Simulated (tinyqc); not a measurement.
Shift against diffusion length: interdiffusion of a quantum well during annealing: blurred potential and shift of the confined levels. Computed by tinyqc, a small Python program. Command: `OMP_NUM_THREADS=1 python tinyqc.py 3030508 3030509 out.jsonl qwi walk`. One thread of a shared host (Intel(R) Xeon(R) Processor @ 2.30GHz), about 0.07 s of CPU time with the checks.

A square well of width w is blurred by Fick diffusion with a constant coefficient; band offsets are linear in composition, masses are uniform, and strain and excitons are ignored.

Inputs (values chosen for the exercise, modelled on InGaAs in InP):
```
quantity,value,unit
well width w,4.5,nm
electron mass m_e,0.0434,m_0
hole mass m_h,0.382,m_0
conduction offset V_c,0.23,eV
valence offset V_v,0.36,eV
```

Constants: hbar^2/(2 m_0) = 3.80998212 eV angstrom^2.

Method:
- Square well, ground state: take the lowest root of k tan(k w/2) = kappa, k^2 = E/c, kappa^2 = (V - E)/c, c = hbar^2/(2m) with hbar^2/(2 m_0) in eV angstrom^2.
- With L = sqrt(D t) and the share at the centre erf(w/(4L)). After the anneal: V(z) = V {1 - (1/2)[erf((w/2 - z)/(2L)) + erf((w/2 + z)/(2L))]}, energies counted from the original well bottom. Finite differences on 3000 points over |z| < w/2 + 6L + 25 nm; shifts are taken against the same grid with cell-averaged square steps.
- First-order estimate for small L: the shift is 2 L^2 V |d(psi^2)/dz| at an edge, with psi the normalised square-well state: psi^2 = cos^2(k z)/(w/2 + 1/kappa) inside, so |d(psi^2)/dz| = k sin(k w)/(w/2 + 1/kappa).

electron level before the anneal = 111.343 meV

hole level before the anneal = 31.7418 meV

Shifts (meV):
```
L/w,L (nm),share at the centre,electron,hole,sum,first-order sum
0.02,0.09,1,0.257,0.61,0.867,0.93291
0.04,0.18,1,0.996,2.301,3.298,3.7316
0.07,0.315,1.00000,2.891,6.666,9.557,11.428
0.1,0.45,0.99959,5.579,13.321,18.9,23.323
0.15,0.675,0.98158,11.342,29.955,41.297,52.476
0.2,0.9,0.92290,17.978,52.198,70.176,93.291
0.3,1.35,0.76141,31.209,99.373,130.582,209.90
0.45,2.025,0.56794,47.253,153.716,200.969,472.29
0.7,3.15,0.38649,64.628,206.169,270.797,1142.8
1,4.5,0.27633,76.888,239.174,316.062,2332.3
```

The sum grows as L^1.93 between the first rows (L^2, linear in time, in first order) and as L^0.43 between the last, as it bends towards the limit V_c + V_v less the original levels, 446.9 meV. The first-order form is off by +8 % in the first row and +23 % at L/w = 0.1; it needs L well below the decay length 1/kappa. At L/w = 0.2 the hole level has moved by the larger share of its offset (14.5 % for the hole, 7.8 % for the electron). Caution: the well mass is used in the barriers too; a heavier barrier mass would lower these levels.
